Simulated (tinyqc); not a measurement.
# MOS structure on a p-type body with a doping step, non-linear Poisson equation by Newton steps: what changes with what

One dimension, insulator interface at x = 0, acceptor density N1 for x < x1 and Na beyond, net doping C = -(acceptor density). psi is counted from the intrinsic level: n = ni exp((psi - Vb)/Vt), p = ni exp(-psi/Vt); deep in the body psi_b = -Vt ln(Na/ni). The gate acts through Cox = eps0 eox/tox and has the potential psi_G = Vg - (phiM - chi - Vt ln(Nc/ni)). Boltzmann statistics, full ionisation, classical densities, no oxide or interface charge.

Values chosen for this exercise; band and dielectric values close to those of silicon:
- T = 300 K (temperature)
- Eg = 1.11 eV (band gap)
- eps_r = 11.7 (relative permittivity)
- Nc = 2.77e19 cm^-3 (conduction-band density of states at T)
- Nv = 2.68e19 cm^-3 (valence-band density of states at T)
- chi = 4.11 eV (electron affinity)
- Na = 4.3e16 cm^-3 (acceptor density deep in the body)
- eox = 24.4 (relative permittivity of the gate insulator (close to zirconium oxide))
- tox = 12 nm (insulator thickness)
- phiM = 4.58 eV (gate work function)
- Vb = 0 V (electron quasi-Fermi potential against the body)
- x1 = 51 nm (depth of the doping step)
- N1 = 1.3e17 cm^-3 (acceptor density above the step)

Constants: q = 1.602176634e-19 C, kB = 1.380649e-23 J/K, Vt = kB T/q, eps0 = 8.8541878128e-14 F/cm where lengths are in cm. Results are converted to the units shown.

Each table varies one quantity; the others keep the values above.

## Charge and capacitance against gate voltage

ni = sqrt(Nc Nv) exp(-Eg/(2 Vt)), Eg in volts. The Poisson equation d/dx(eps0 eps_r dpsi/dx) = -q (p - n + C), with eps0 eps_r dpsi/dx = -Cox (psi_G - psi_0) at x = 0, is solved on a mesh of about 600 nodes or more. N_inv is the integral of n less its value deep in the body. C_LF = Cox (1 - dpsi_0/dVg) with all carriers following; C_HF is the same with the electron quasi-Fermi level shifting uniformly so that N_inv stays fixed. The centroid is that of the same excess.

Charge and capacitance against gate voltage:

| Vg (V) | psi_0 - psi_b (V) | N_inv (cm^-2) | C_LF/Cox | C_HF/Cox | centroid (nm) |
|---|---|---|---|---|---|
| 0.04 | 0.442 | 2.18e4 | 0.0627 | 0.0627 | 2.23 |
| 0.18 | 0.574 | 3.23e6 | 0.0515 | 0.0515 | 1.98 |
| 0.32 | 0.707 | 5.13e8 | 0.0461 | 0.0446 | 1.80 |
| 0.46 | 0.835 | 6.71e10 | 0.207 | 0.0401 | 1.66 |
| 0.6 | 0.908 | 8.01e11 | 0.684 | 0.0387 | 1.38 |
| 0.73 | 0.939 | 1.91e12 | 0.817 | 0.0385 | 1.15 |
| 0.87 | 0.960 | 3.24e12 | 0.874 | 0.0384 | 0.973 |
| 1.01 | 0.975 | 4.64e12 | 0.904 | 0.0384 | 0.847 |

N_inv goes from 21800 to 4.64e12 cm^-2 and passes 2e11 cm^-2 at Vg = 0.503 V. Below threshold it takes 63.6 mV a decade between Vg = 0.18 and 0.32 V, against Vt ln 10 = 59.5 mV. C_LF/Cox is lowest, 0.0461, at Vg = 0.32 V among the rows listed and ends at 0.904, while C_HF/Cox ends at 0.0384. Between the last two rows q dN_inv/dVg is 0.890 Cox. Where the classical centroid is under about 2 nm, confinement would move the charge away from the interface and raise the threshold. Above about 2e12 cm^-2 degeneracy matters too.

## Effect of the depth of the doping step on threshold, swing and body effect

VT is the Vg at which N_inv = 2e11 cm^-2. m = 1/(dpsi_0/dVg) at N_inv = 1e8 cm^-2; the swing is the Vg between N_inv = 1e8 and 1e9 cm^-2; body coefficient [VT(Vb + 0.05 V) - VT(Vb)]/0.05 V - 1.

Result of one run:

| x1 (nm) | VT (V) | psi_0 - psi_b at VT (V) | m - 1 | swing (mV/decade) | body coefficient |
|---|---|---|---|---|---|
| 40 | 0.496 | 0.864 | 0.0460 | 63.2 | 0.0496 |

What becomes of these results when the depth of the doping step x1 is changed from 40 to 87 nm, all else the same?

Result of the changed run:

| x1 (nm) | VT (V) | psi_0 - psi_b at VT (V) | m - 1 | swing (mV/decade) | body coefficient |
|---|---|---|---|---|---|
| 87 | 0.518 | 0.869 | 0.0673 | 64.7 | 0.0669 |

The whole series:

| x1 (nm) | VT (V) | psi_0 - psi_b at VT (V) | m - 1 | swing (mV/decade) | body coefficient |
|---|---|---|---|---|---|
| 13 | 0.473 | 0.858 | 0.0425 | 63.3 | 0.0496 |
| 19 | 0.478 | 0.860 | 0.0429 | 63.2 | 0.0491 |
| 27 | 0.485 | 0.862 | 0.0437 | 63.2 | 0.0489 |
| 40 | 0.496 | 0.864 | 0.0460 | 63.2 | 0.0496 |
| 59 | 0.508 | 0.867 | 0.0524 | 63.6 | 0.0530 |
| 87 | 0.518 | 0.869 | 0.0673 | 64.7 | 0.0669 |
| 130 | 0.521 | 0.869 | 0.0708 | 65.0 | 0.0758 |

As x1 goes from 13 to 130, VT rises from 0.473 to 0.521 V, the swing goes from 63.3 through a minimum of 63.2 (at x1 = 27 among the rows listed) to 65.0 mV/decade and the body coefficient goes from 0.0496 through a minimum of 0.0489 (at x1 = 27 among the rows listed) to 0.0758. The swing stays within 1.9 % of m Vt ln 10, and the body coefficient within 0.0070 of m - 1.

Computed by the program tinyqc: `OMP_NUM_THREADS=1 python tinyqc.py 2080173 2080174 out.jsonl`, one thread of a shared Intel Xeon 2.30GHz, about 0.4 s for the whole run.
